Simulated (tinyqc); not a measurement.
Polytypes by hexagonality, and a cubic inclusion as a quantum well: one step. The polarisation field. Two cases, with inputs chosen for the exercise.

Problem. Give |F|, the drop |F| L, the bound charge |P|/e per cm^2 (e = 1.602176634e-19 C), and, as a first estimate, the shift -|F| L/2 of the transition for an electron centred in the layer and a hole in the host on the high side.

Gap: E3 + (Es - E3) h/hs for h up to hs, then linear from Es to E2 at h = 1. Valence top Ev2 h and polarisation P2 h, both counted from 3C; Ec = Ev + gap.

A cubic inclusion of width L = N d in the host (h = 0.4) is a well of depth V = Ec(host) - Ec(3C). Square well with mass mismatch: k tan(k L/2) = (m_w/m_b) q, k = sqrt(m_w E/c), q = sqrt(m_b (V - E)/c), c = hbar^2/2m0, lowest root. The depth of the level, V - E, is its binding, and the transition to the valence top of the host is gap(host) - (V - E). The step in polarisation gives a field |F| = |P|/(eps eps0) in a thin inclusion, eps0 = 8.8541878e-12 F/m.

Give: |F|; drop; bound charge; estimated shift.

Case 1.

Values chosen (of the order of those of SiC; the results hold for these values, not for the real material):
- E3 = 2.389 eV (gap of the cubic polytype)
- E2 = 3.346 eV (gap of 2H)
- Ev2 = 0.145 eV (valence top of 2H above that of 3C)
- P2 = -0.039 C/m^2 (spontaneous polarisation of 2H)
- Es = 3.293 eV (gap at the hexagonality hs)
- hs = 0.5 (hexagonality up to which the first line holds)
- eps = 10 (dielectric constant)

L = 10.05200 angstrom

Solution.

|F| = 1.762 MV/cm
drop = 177.1 meV
bound charge = 9.74e+12 cm^-2
estimated shift = -88.6 meV

The drop is 23 % of the well depth. The host edge on the low side sinks by 89 meV against the centre, less than the 446 meV by which the flat well binds.

Case 2.

Values chosen (of the order of those of SiC; the results hold for these values, not for the real material):
- E3 = 2.383 eV (gap of the cubic polytype)
- E2 = 3.358 eV (gap of 2H)
- Ev2 = 0.113 eV (valence top of 2H above that of 3C)
- P2 = -0.0364 C/m^2 (spontaneous polarisation of 2H)
- Es = 3.262 eV (gap at the hexagonality hs)
- hs = 0.5 (hexagonality up to which the first line holds)
- eps = 10.1 (dielectric constant)

L = 7.53900 angstrom

Solution.

|F| = 1.628 MV/cm
drop = 122.7 meV
bound charge = 9.09e+12 cm^-2
estimated shift = -61.4 meV

The drop is 16 % of the well depth. The host edge on the low side sinks by 61 meV against the centre, less than the 311 meV by which the flat well binds.

Computed by tinyqc, one run a case: `OMP_NUM_THREADS=1 python tinyqc.py N N+1 out.jsonl` with N = 1850846, 1851165; one thread of a shared Intel(R) Xeon(R) Processor @ 2.30GHz, about 0.03 s a run at most.
